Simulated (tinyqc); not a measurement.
Planar ballistic transistor, top-of-the-barrier model: effect of the temperature.

At the top of the source barrier, states moving towards the drain are filled by the source (Fermi level 0) and states moving back by the drain (Fermi level -q Vd); nothing scatters. U is the shift of the band edge there, set by the capacitances CG, CD and CS (the total) and by the charge. Parabolic two-dimensional band; the source is grounded.

N0 = gv m kB T/(pi hbar^2), CG = eps0 eox/tox, vT = sqrt(2 kB T/(pi m)), CS = CG/aG, n0 = n at U = 0 and Vd = 0. eta1 = -(E0 + U)/Vt, eta2 = eta1 - Vd/Vt, n = (N0/2)[F_0(eta1) + F_0(eta2)], F_0(x) = ln(1 + exp x). U = UL + q (n - n0)/CS with UL = -(aG Vg + aD Vd), energies in eV. I = q (N0/2) vT [F_(1/2)(eta1) - F_(1/2)(eta2)] per width, F_(1/2)(x) = (2/sqrt(pi)) int_0^infinity u^(1/2)/(1 + exp(u - x)) du. CQ = (q/Vt) dn/d(eta1). E0 is held fixed.

Parameters, values chosen for the exercise; mass and valleys close to those of indium arsenide:
```
symbol,value,unit,meaning
m,0.0286,m0,effective mass
gv,1,,valley degeneracy
eox,3.9,,relative permittivity of the gate insulator
tox,3.1,nm,insulator thickness
aG,0.94,,gate control CG/CS
aD,0.029,,drain control CD/CS
E0,0.17,eV,band edge at the barrier top above the source Fermi level at zero bias
Vg,0.6,V,gate voltage
Vd,0.6,V,drain voltage
```

Constants: q = 1.602176634e-19 C, kB = 1.380649e-23 J/K, hbar = 1.054571817e-34 J s, m0 = 9.1093837015e-31 kg, Vt = kB T/q, eps0 = 8.8541878128e-14 F/cm where lengths are in cm. Results are converted to the units shown.

Results:
```
T (K),eta1,n (cm^-2),I (uA/um),mean velocity I/(q n) (cm/s),CQ/CS
50,52.82,1.360e12,1547,7.104e7,0.8076
77,34.30,1.360e12,1548,7.108e7,0.8076
120,22.01,1.360e12,1551,7.119e7,0.8076
180,14.67,1.360e12,1556,7.142e7,0.8076
240,11.00,1.360e12,1563,7.174e7,0.8076
300,8.805,1.360e12,1572,7.216e7,0.8075
420,6.296,1.361e12,1599,7.330e7,0.8062
```

Estimate the missing row, T = 360 K.

Computed row:
```
T (K),eta1,n (cm^-2),I (uA/um),mean velocity I/(q n) (cm/s),CQ/CS
360,7.340,1.360e12,1584,7.268e7,0.8071
```

With this row back in the table: As T goes from 50 to 420 K, n stays near 1.36e12 cm^-2, the mean velocity rises from 7.10e7 to 7.33e7 cm/s and the current rises from 1550 to 1600 uA/um. CQ/CS stays near 0.81.

Computed by the program tinyqc: `OMP_NUM_THREADS=1 python tinyqc.py 2400005 2400006 out.jsonl`, one thread of a shared Intel Xeon 2.30GHz, about 0.01 s for the whole run.
